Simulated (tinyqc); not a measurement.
Worked calculation: Hubbard ring of 6 sites. Computed by tinyqc, a small Python program that keeps every step. Settings: hopping = 1.24, U = 6.5, mixing = 1, iteration cap = 82. Command: `OMP_NUM_THREADS=1 python tinyqc.py 21986 21987 out.jsonl` (the two numbers bound the seeds that draw the settings). One thread of a shared host (Intel(R) Xeon(R) Processor @ 2.60GHz), about 0.2 s of CPU time with the checks. Later iterations appear only in the table of the cycle.

## Mean-field iteration 1

one-body matrix (hopping and site energies) (eV), lower triangle:
```
           1          2          3          4          5         6
1   0.000000
2  -1.240000   0.000000
3   0.000000  -1.240000   0.000000
4   0.000000   0.000000  -1.240000   0.000000
5   0.000000   0.000000   0.000000  -1.240000   0.000000
6  -1.240000   0.000000   0.000000   0.000000  -1.240000  0.000000
```

U = 6.500000 eV

electrons, up and down: 3  3

mixing = 1

n(up) at the start (a guess, not normalised): 1 0.950000, 2 0.050000, 3 0.950000, 4 0.050000, 5 0.950000, 6 0.050000

n(down) at the start (a guess): 1 0.050000, 2 0.950000, 3 0.050000, 4 0.950000, 5 0.050000, 6 0.950000

H(up) = T + U n(down), H(down) = T + U n(up); fill the lowest levels; n(new) = n + mixing (n(out) - n); E = tr T (rho up + rho down) + U sum n_up n_down of the output.

levels, up (eV): -0.584844  0.073016  0.073016  6.426984  6.426984  7.084844

levels, down (eV): -0.584844  0.073016  0.073016  6.426984  6.426984  7.084844

energy = -2.740082 eV

n(up) after iteration 1: 1 0.934019, 2 0.065981, 3 0.934019, 4 0.065981, 5 0.934019, 6 0.065981

n(down) after iteration 1: 1 0.065981, 2 0.934019, 3 0.065981, 4 0.934019, 5 0.065981, 6 0.934019

## Mean-field iteration 2

As before.

levels, up (eV): -0.506212  0.168389  0.168389  6.331611  6.331611  7.006212

levels, down (eV): -0.506212  0.168389  0.168389  6.331611  6.331611  7.006212

energy = -2.742881 eV

n(up) after iteration 2: 1 0.930332, 2 0.069668, 3 0.930332, 4 0.069668, 5 0.930332, 6 0.069668

n(down) after iteration 2: 1 0.069668, 2 0.930332, 3 0.069668, 4 0.930332, 5 0.069668, 6 0.930332

## Convergence

Each step fills the lowest levels of T + U n(other spin) and sets n(new) = n + mixing (n(out) - n); stop when output and input agree to 1e-8.

Course of the cycle:
```
iteration       E (eV)  largest |n(out) - n(in)|  mean |n_up - n_down|
1          -2.74008228                  1.60e-02              0.868037
2          -2.74288073                  3.69e-03              0.860665
3          -2.74303940                  8.91e-04              0.858883
4          -2.74304881                  2.18e-04              0.858447
5          -2.74304938                  5.34e-05              0.858341
6          -2.74304941                  1.31e-05              0.858315
7          -2.74304941                  3.21e-06              0.858308
8          -2.74304941                  7.87e-07              0.858307
9          -2.74304941                  1.93e-07              0.858306
10         -2.74304941                  4.73e-08              0.858306
11         -2.74304941                  1.16e-08              0.858306
12         -2.74304941                  2.85e-09              0.858306
```

local moments n_up - n_down: 1 0.858306, 2 -0.858306, 3 0.858306, 4 -0.858306, 5 0.858306, 6 -0.858306

Converged in 12 iterations. Before convergence this energy mixes input and output and is not variational, so it may rise towards its limit.

## Exact diagonalisation (400 states)

Lowest levels of the sector, and the double occupancy of the lowest state.

lowest levels (eV): -3.682892  -2.977796  -2.545826  -2.407159  -2.407159  -2.114554

double occupancy per site = 0.078325

The mean-field solution above lies 0.9398 eV above the exact energy.

## The lowest level by Lanczos steps

From a random start vector (not printed): a_j = <q_j|H|q_j>, b_j = norm of the remainder after orthogonalising; the Ritz value is the lowest eigenvalue of the tridiagonal matrix of a and b so far.

Lanczos:
```
j    a_j (eV)  b_j (eV)  lowest Ritz value (eV)
1    7.133818  6.654834              7.13381803
2    7.641549  6.936290              0.72800915
3    9.082007  7.447420             -1.76788622
4    9.464654  6.086954             -3.01271436
5    9.505260  5.965589             -3.43370507
6   10.579548  6.727655             -3.56106868
7   10.110209  7.446993             -3.61378323
8   10.091301  6.674255             -3.65006766
9   11.424620  5.893043             -3.67014110
10  10.424416  6.056854             -3.67686141
```
